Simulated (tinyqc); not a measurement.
From threshold to a deep level: trap in a gate oxide as a short-range spherical well.

A spherical well of radius R and depth V0 below the conduction edge, one mass m, c = hbar^2/2m0. The s level at binding Et solves k cot(k R) = -kappa with k = sqrt(m (V0 - Et)/c), kappa = sqrt(m Et/c); it exists for V0 > Vc = c (pi/2R)^2/m. Outside, psi falls as exp(-kappa r)/r.

Constants: hbar^2/2m0 = 3.80998211 eV angstrom^2.

Values chosen for the exercise (out of a larger set: near those of Al2O3 on GaAs; not measured data): R = 3.5 angstrom (radius of the well); m = 0.294 m0 (mass); fV = (1.03, 1.1, 1.26, 1.48, 2.32, 2.92, 4.79) (V0/Vc).

Et against the depth at fixed R; near threshold Et = (pi^2/16)(V0 - Vc)^2/Vc.

Results:
```
V0/Vc  V0 (eV)   Et (eV)  threshold form (eV)  1/kappa (angstrom)  share outside
1.03     2.689  0.001418             0.001449                95.6          0.964
1.10     2.871   0.01501              0.01610                29.4          0.889
1.26     3.289   0.09162               0.1088                11.9          0.751
1.48     3.863    0.2761               0.3710                 6.9          0.615
2.32     6.056     1.461                2.805                 3.0          0.349
2.92     7.622     2.556                5.936                 2.3          0.260
4.79    12.503     6.522                23.13                 1.4          0.137
```

What does the comparison show, and why?

The threshold form holds to 10 % up to V0/Vc = 1.10 of those listed. There the state is mostly outside the well (96 % in the first row) and knows only Et, which is why a delta-well model works; more than half is inside from V0/Vc = 2.32 on. A second s level would need V0/Vc > 9. From V0/Vc = 4.79 on Et exceeds the gap of the host, about 6.5 eV, so those rows only show the model.

Run: tinyqc, `OMP_NUM_THREADS=1 python tinyqc.py 1251429 1251430 out.jsonl`; Intel(R) Xeon(R) Processor @ 2.30GHz, one thread, shared host; about 0.01 s of CPU time with all checks.
